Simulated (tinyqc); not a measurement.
Width of layer A: type-II superlattice in the two-band Kane model.

Motion along the axis, period d = a + b, c = hbar^2/2m0. Conduction and light-hole bands couple: (E - Ec)(E - Ev) = Ep c k^2 in each layer, with mass m(E) = (E - Ev)/Ep, which may be negative. The conduction envelope psi and psi'/m(E) are continuous; a layer carries them by [[cos kt, (m/k) sin kt], [-(k/m) sin kt, cos kt]] (cosh and sinh for k^2 < 0), and cos(q d) = tr(M_B M_A)/2. C1 is the first miniband above EvB, with its bottom at tr/2 = +1 and its top at -1; the gap is the bottom of C1 less the top heavy-hole level HH1.

Heavy holes are uncoupled: with e = EvB - E, p = sqrt(mhB e/c), w = sqrt(mhA (EvB - EvA - e)/c), the top level HH1 at q = 0 solves (p/mhB) tan(p b/2) = (w/mhA) tanh(w a/2).

Constants: hbar^2/2m0 = 3.80998211 eV angstrom^2; hc = 1239.841984 eV nm.

Values chosen for the exercise (near those of an InAs/GaSb superlattice; the results hold for these values, not for the real material):
- b = 50 angstrom (layer B)
- EcA = 0 eV (conduction edge of A)
- EvA = -0.419 eV (valence edge of A)
- EcB = 0.906 eV (conduction edge of B)
- EvB = 0.104 eV (valence edge of B)
- EpA = 14.6 eV (coupling energy in A)
- EpB = 18.3 eV (coupling energy in B)
- mhA = 0.32 m0 (heavy hole in A)
- mhB = 0.27 m0 (heavy hole in B)
- As = (18, 31, 36, 45, 57, 66, 74) angstrom (widths of layer A)

Bottom of C1 (tr/2 = +1, above EvB), HH1, the gap and hc/gap; widths at which C1 no longer starts above EvB are left out.

Results:
```
a (angstrom)  C1 (eV)  HH1 (eV)  gap (meV)  cut-off (micrometre)
18             0.5332    0.0677      465.5                  2.66
31             0.3585    0.0671      291.4                  4.26
36             0.3127    0.0671      245.6                  5.05
45             0.2494    0.0671      182.4                  6.80
57             0.1906    0.0671      123.6                 10.03
66             0.1589    0.0671       91.8                 13.51
74             0.1367    0.0671       69.6                 17.81
```

How do the results move, and what explains it?

From a = 18 to 74 angstrom C1 falls by 397 meV while HH1 moves by -0.7 meV, so layer A tunes the gap, from 465 to 70 meV. The cut-off shifts by 0.122 micrometre per angstrom at the thin end and 0.538 at the thick end: long wavelengths need tight control of the thickness.

Program tinyqc; command `OMP_NUM_THREADS=1 python tinyqc.py 1251565 1251566 out.jsonl`; about 0.05 s on one thread of a shared Intel(R) Xeon(R) Processor @ 2.30GHz.
